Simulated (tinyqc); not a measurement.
## Doping and voltage from widths and field

Problem. In the depletion approximation an abrupt p-n junction has a triangular field: peak E = q Nd xn/(eps0 eps_r) = q Na xp/(eps0 eps_r), W = xn + xp, and Vbi - V = E W/2. Find Nd, Na and Vbi - V.

Parameters, values chosen for the exercise:
- eps_r = 11.7 (relative permittivity)

Constants: q = 1.602176634e-19 C, eps0 = 8.8541878128e-14 F/cm where lengths are in cm. Results are converted to the units shown.

W = 190.42094 nm
peak field = 413.18405 kV/cm
xn = 56.842071 nm

Solution. Gauss's law on each side gives its doping from the peak field and its width; the voltage is the area of the triangle.

Nd = 4.70e17 cm^-3
Na = 2.00e17 cm^-3
Vbi - V = 3.93 V

Program tinyqc, `OMP_NUM_THREADS=1 python tinyqc.py 2000038 2000039 out.jsonl`; Intel Xeon 2.30GHz, shared host, one thread, about 0.03 s.
